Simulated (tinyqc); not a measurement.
# Stress from a rosette of three resistors

Question. In the (001) plane dR/R(0) = p11 sxx + p12 syy, dR/R(90) = p12 sxx + p11 syy and dR/R(45) = (p11 + p12)(sxx + syy)/2 + p44 sxy. Find the three stresses.

Parameters, values chosen for the exercise:
```
symbol,value,unit,meaning
p11,6.21,x 1e-11/Pa,piezoresistive coefficient
p12,-1.12,x 1e-11/Pa,piezoresistive coefficient
p44,142,x 1e-11/Pa,piezoresistive coefficient
```

dR/R at 0, 45 and 90 degrees (%): [-0.89315000, -4.3633050, 1.2545400]

Answer. The first and third give sxx and syy; the 45-degree value less their mean is p44 sxy.

sxx = -111 MPa
syy = 182 MPa
sxy = -32.0 MPa

Computed by the program tinyqc: `OMP_NUM_THREADS=1 python tinyqc.py 2530029 2530030 out.jsonl`, one thread of a shared Intel Xeon 2.30GHz, about 0.01 s for the whole run.
